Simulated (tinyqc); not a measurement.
MP2 on RHF in the 3-21g basis, for HeH+, spin multiplicity 1, step by step. Computed by tinyqc, a small Python program that keeps every step (integrals from PySCF). Settings: charge = 1, multiplicity = 1, basis = 3-21g, method = RHF, energy threshold = 1e-10, iteration cap = 82, orthogonalisation = symmetric, start = atomic densities, DIIS depth = 6. Command: `OMP_NUM_THREADS=1 python tinyqc.py 21162 21163 out.jsonl` (the two numbers bound the seeds that draw the settings). One thread of a shared host (Intel(R) Xeon(R) Processor @ 2.60GHz), about 0.2 s of CPU time with the checks. The early iterations of the SCF are left out here.

## One-electron integrals

Geometry (angstrom):

| atom | x | y | z |
|---|---|---|---|
| He | 0.00000 | 0.00000 | 0.00000 |
| H | 0.00000 | 0.00000 | 0.96800 |

Basis 3-21g: exponents (1/bohr^2) and contraction coefficients of normalised primitives:

| element | l (shell) | exponent | coefficient |
|---|---|---|---|
| He | s (1) | 13.62670 | 0.17523 |
| He | s (1) | 1.99935 | 0.89348 |
| He | s (2) | 0.38299 | 1.00000 |
| H | s (1) | 5.44718 | 0.15628 |
| H | s (1) | 0.82455 | 0.90469 |
| H | s (2) | 0.18319 | 1.00000 |

Overlap, kinetic and nuclear-attraction integrals over the contracted functions; the nuclear repulsion is the sum of Za Zb / Rab.

nuclear repulsion = 1.0933413 hartree

overlap S, lower triangle:
```
         1He 1s   1He 2s    2H 1s    2H 2s
1He 1s  1.00000
1He 2s  0.59522  1.00000
2H 1s   0.10397  0.35507  1.00000
2H 2s   0.22093  0.59786  0.64590  1.00000
```

kinetic energy T (hartree), lower triangle:
```
          1He 1s   1He 2s    2H 1s    2H 2s
1He 1s   3.91612
1He 2s   0.57895  0.57449
2H 1s   -0.06765  0.11424  1.54940
2H 2s    0.06968  0.16082  0.29315  0.27479
```

nuclear attraction V (hartree), lower triangle:
```
          1He 1s    1He 2s     2H 1s     2H 2s
1He 1s  -6.03636
1He 2s  -2.56066  -2.50892
2H 1s   -0.40808  -0.94603  -2.81346
2H 2s   -0.90876  -1.34428  -1.48255  -1.64801
```

core Hamiltonian H = T + V (hartree), lower triangle:
```
          1He 1s    1He 2s     2H 1s     2H 2s
1He 1s  -2.12024
1He 2s  -1.98171  -1.93443
2H 1s   -0.47573  -0.83179  -1.26405
2H 2s   -0.83908  -1.18346  -1.18940  -1.37322
```

## Two-electron integrals

Functions are numbered as in S; the eight-fold symmetry (ij|kl) = (ji|kl) = (kl|ij) leaves the list below.

Two-electron integrals (ij|kl) in chemists' order, unique and non-zero (hartree):
```
(11|11) 1.80325   (21|11) 0.87651   (21|21) 0.45208   (22|11) 0.91701
(22|21) 0.51468   (22|22) 0.69831   (31|11) 0.13666   (31|21) 0.07246
(31|22) 0.08645   (31|31) 0.01460   (32|11) 0.25815   (32|21) 0.14917
(32|22) 0.21886   (32|31) 0.03325   (32|32) 0.11280   (33|11) 0.54468
(33|21) 0.32265   (33|22) 0.51604   (33|31) 0.07598   (33|32) 0.32789
(33|33) 1.14014   (41|11) 0.31151   (41|21) 0.16230   (41|22) 0.18809
(41|31) 0.02769   (41|32) 0.05888   (41|33) 0.12911   (41|41) 0.05929
(42|11) 0.45301   (42|21) 0.25888   (42|22) 0.37077   (42|31) 0.04818
(42|32) 0.14088   (42|33) 0.36387   (42|41) 0.09744   (42|42) 0.21459
(43|11) 0.34688   (43|21) 0.20447   (43|22) 0.32304   (43|31) 0.04609
(43|32) 0.18627   (43|33) 0.61140   (43|41) 0.08103   (43|42) 0.22225
(43|43) 0.34515   (44|11) 0.47483   (44|21) 0.27864   (44|22) 0.43854
(44|31) 0.05636   (44|32) 0.20725   (44|33) 0.62637   (44|41) 0.10750
(44|42) 0.28546   (44|43) 0.38033   (44|44) 0.48296
```

## Orthogonalisation

S = U s U^T; symmetric (Loewdin) form X = U s^(-1/2) U^T, so that X^T S X = 1.

eigenvalues of S: 0.23326  0.40308  1.06734  2.29632

X, lower triangle:
```
          1He 1s    1He 2s     2H 1s    2H 2s
1He 1s   1.19463
1He 2s  -0.43687   1.42317
2H 1s    0.01923  -0.04851   1.23428
2H 2s    0.05066  -0.42490  -0.44198  1.42138
```

## Starting guess

The start is atomic minimal-basis densities projected into this basis (PySCF's MINAO start) and scaled to the electron count of each spin; this density is not idempotent, so its energy is not variational and may lie below the converged one.

D at the start, lower triangle:
```
          1He 1s    1He 2s    2H 1s    2H 2s
1He 1s   0.28804
1He 2s   0.39179   0.53290
2H 1s   -0.01294  -0.01748  0.13542
2H 2s    0.02834   0.03871  0.19337  0.28374
```

## Iteration 8 (converged): orbitals

converged F (hartree), lower triangle:
```
          1He 1s    1He 2s     2H 1s     2H 2s
1He 1s  -0.64680
1He 2s  -1.44990  -1.05143
2H 1s   -0.50885  -0.59125  -0.27578
2H 2s   -0.74667  -0.72746  -0.64739  -0.64591
```

Diagonalise F' = X^T F X, C = X C', fill 1 alpha and 1 beta electrons from the bottom; D = 2 C_occ C_occ^T. Each column has its largest component positive (the first on a tie).

F' = X^T F X (hartree), lower triangle:
```
          1         2         3         4
1   0.31501
2  -1.51637   0.06861
3  -0.14428  -0.23215   0.18816
4  -0.15718  -0.27677  -0.53314  -0.10260
```

orbital energies (hartree): MO1 -1.49957, MO2 -0.34377, MO3 0.59574, MO4 1.71679

coefficients C:
```
            MO1       MO2       MO3       MO4
1He 1s  0.45867  -0.18563  -0.01951  -1.17291
1He 2s  0.56826  -0.57731   0.20380   1.30439
2H 1s   0.14485   0.36111   1.25161  -0.06014
2H 2s   0.05614   0.90102  -1.20452  -0.36460
```

D after iteration 8, lower triangle:
```
         1He 1s   1He 2s    2H 1s    2H 2s
1He 1s  0.42076
1He 2s  0.52129  0.64583
2H 1s   0.13288  0.16462  0.04196
2H 2s   0.05150  0.06380  0.01626  0.00630
```

## Convergence

Stop when the energy changes by less than 1e-10 hartree and every element of the error matrix X^T (F D S - S D F) X is below 3e-06.

Course of the cycle:

| iteration | E (hartree) | change | largest element of the error matrix |
|---|---|---|---|
| 1 | -2.3106070 | - | 2.55e-01 |
| 2 | -2.8738835 | -5.63e-01 | 9.52e-02 |
| 3 | -2.8785089 | -4.63e-03 | 2.55e-02 |
| 4 | -2.8790358 | -5.27e-04 | 3.57e-03 |
| 5 | -2.8790384 | -2.62e-06 | 1.28e-04 |
| 6 | -2.8790385 | -2.03e-08 | 2.00e-05 |
| 7 | -2.8790385 | -2.03e-10 | 5.34e-09 |
| 8 | -2.8790385 | -4.88e-15 | 2.34e-09 |

PySCF RHF in the same basis = -2.8790385 hartree

Converged in 8 iterations.

## Populations, bond orders and dipole

Mulliken: Z minus the diagonal of D S on the atom; Loewdin: the same with S^(1/2) D S^(1/2); Mayer order: 2 sum_s sum (D(s) S)_ij (D(s) S)_ji over the two atoms.

Charges (e):

| atom | Mulliken | Loewdin |
|---|---|---|
| 1He | 0.19106 | 0.29353 |
| 2H | 0.80894 | 0.70647 |

Mayer bond orders:

| pair | order |
|---|---|
| 2-1 | 0.34562 |

dipole moment about the origin, x y z (debye): 0.00000  0.00000  3.78974

## Integrals over molecular orbitals

(pq|rs) = sum C_ip C_jq C_kr C_ls (ij|kl), one index at a time.

one-electron integrals over orbitals h = C^T H C (hartree), lower triangle:
```
          1         2         3        4
1  -2.47281
2   0.16127  -1.27370
3  -0.00759  -0.19181  -0.31120
4   0.26728  -0.20189   0.01605  0.08774
```

Two-electron integrals over orbitals (pq|rs), unique and non-zero (hartree):
```
(11|11) 0.97323    (21|11) -0.16127   (21|21) 0.09767    (22|11) 0.51380
(22|21) 0.04766    (22|22) 0.58406    (31|11) 0.00759    (31|21) 0.03671
(31|22) 0.06720    (31|31) 0.03508    (32|11) 0.11426    (32|21) 0.03326
(32|22) 0.14057    (32|31) 0.05882    (32|32) 0.13449    (33|11) 0.47101
(33|21) 0.08765    (33|22) 0.59864    (33|31) 0.10171    (33|32) 0.19967
(33|33) 0.69096    (41|11) -0.26728   (41|21) 0.09302    (41|22) -0.05553
(41|31) 0.00677    (41|32) -0.01392   (41|33) -0.02008   (41|41) 0.22367
(42|11) 0.14746    (42|21) -0.04107   (42|22) 0.02746    (42|31) 0.00025
(42|32) 0.01859    (42|33) 0.02164    (42|41) -0.09178   (42|42) 0.04938
(43|11) -0.00464   (43|21) 0.00784    (43|22) 0.01438    (43|31) 0.00785
(43|32) 0.00374    (43|33) 0.01761    (43|41) -0.01179   (43|42) 0.00232
(43|43) 0.00743    (44|11) 0.92636    (44|21) -0.17801   (44|22) 0.46236
(44|31) -0.01171   (44|32) 0.08096    (44|33) 0.40444    (44|41) -0.29086
(44|42) 0.14970    (44|43) -0.00822   (44|44) 0.95030
```

## Second-order Moller-Plesset energy

Hartree-Fock energy = -2.8790385 hartree

E2 = sum_ijab (ia|jb) [2 (ia|jb) - (ib|ja)] / (e_i + e_j - e_a - e_b) over occupied i, j and virtual a, b; the opposite-spin part is (ia|jb)^2 / denominator, the rest is same-spin, and SCS-MP2 scales them by 6/5 and 1/3.

Terms:

| i | j | a | b | (ia\|jb) | (ib\|ja) | denominator | term |
|---|---|---|---|---|---|---|---|
| 1 | 1 | 4 | 4 | 0.22367 | 0.22367 | -6.43272 | -0.00778 |
| 1 | 1 | 2 | 2 | 0.09767 | 0.09767 | -2.31161 | -0.00413 |
| 1 | 1 | 2 | 4 | 0.09302 | 0.09302 | -4.37217 | -0.00198 |
| 1 | 1 | 4 | 2 | 0.09302 | 0.09302 | -4.37217 | -0.00198 |
| 1 | 1 | 2 | 3 | 0.03671 | 0.03671 | -3.25112 | -0.00041 |
| 1 | 1 | 3 | 2 | 0.03671 | 0.03671 | -3.25112 | -0.00041 |
| 1 | 1 | 3 | 3 | 0.03508 | 0.03508 | -4.19064 | -0.00029 |
| 1 | 1 | 4 | 3 | 0.00677 | 0.00677 | -5.31168 | -8.63e-06 |
| 1 | 1 | 3 | 4 | 0.00677 | 0.00677 | -5.31168 | -8.63e-06 |

Pair energies (hartree; pair i-j sums ij and ji):

| pair | opposite spin | same spin |
|---|---|---|
| 1-1 | -0.01700 | 0 |

MP2 correlation energy = -0.0170016 hartree

SCS-MP2 correlation energy = -0.0204019 hartree

MP2 total energy = -2.8960400 hartree
